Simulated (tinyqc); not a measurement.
# Rectangular fin or nanosheet with a gate all round, subbands and threshold shift from confinement, step by step

tinyqc, about 0.2 s, one thread, Intel Xeon 2.30GHz (shared host): `OMP_NUM_THREADS=1 python tinyqc.py 2350121 2350122 out.jsonl` Printed values are rounded.

Undoped body with a flat potential across it, hard walls, transport along x. Three valley pairs (g = 2 each) with the longitudinal mass along x, y or z. Non-parabolicity enters the subband edges through E (1 + al E) = gamma, so E = 2 gamma/(1 + sqrt(1 + 4 al gamma)); motion within a subband is taken as parabolic with the band-edge mass. Energies are counted from the bulk band edge.

Values chosen for this exercise; masses close to those of silicon: temperature T = 300 K; longitudinal mass ml = 0.92 m0; transverse mass mt = 0.194 m0; non-parabolicity al = 0 1/eV; width (along y) t = 5.1 nm; widening of the box by penetration into the insulator dl = 0 nm; height (along z) H = 20.4 nm.

Constants: q = 1.602176634e-19 C, kB = 1.380649e-23 J/K, hbar = 1.054571817e-34 J s, m0 = 9.1093837015e-31 kg, Vt = kB T/q, hbar^2/(2 m0) = 0.0380998212 eV nm^2. Results are converted to the units shown.

## Lowest subbands

gamma = C pi^2 [a^2/(my (t + dl)^2) + b^2/(mz (H + dl)^2)], C = hbar^2/(2 m0). List the 5 lowest, labelled by valley axis and quantum numbers, with degeneracy g and N_k: N_k = g sqrt(2 mx m0 kB T/(pi hbar^2)).

| subband | E_k (eV) | g | N_k (cm^-1) |
|---|---|---|---|
| y1,1 | 0.02037186 | 2 | 4.093941e6 |
| y1,2 | 0.03434461 | 2 | 4.093941e6 |
| y1,3 | 0.05763253 | 2 | 4.093941e6 |
| y2,1 | 0.06751471 | 2 | 4.093941e6 |
| z1,1 | 0.07550347 | 2 | 4.093941e6 |

## Threshold shift

Each subband has N_k = g sqrt(2 mx m0 kB T/(pi hbar^2)); without degeneracy n = exp(EF/Vt) sum N_k exp(-E_k/Vt). Classical value Nc times t H, Nc = sum over valleys of 2 g (m m0 kB T/(2 pi hbar^2))^1.5 with m = (mx my mz)^(1/3). Threshold shift dVT = Vt ln(classical value/sum N_k exp(-E_k/Vt)). Use the subbands listed.

shares, subband y1,1 to z1,1 (%): [47.64036, 27.74874, 11.27258, 7.69148, 5.64683]
sum N_k exp(-E_k/Vt) = 3.907817e6 cm^-1
Nc = 2.801682e19 cm^-3
classical value = 2.914870e7 cm^-1
dVT = 51.94782 mV

With all subbands dVT = 41.48 mV. The lowest edge lies at 20.4 meV; dVT is larger than that, since sum N_k exp(-(E_k - E_1)/Vt) falls short of the classical value.
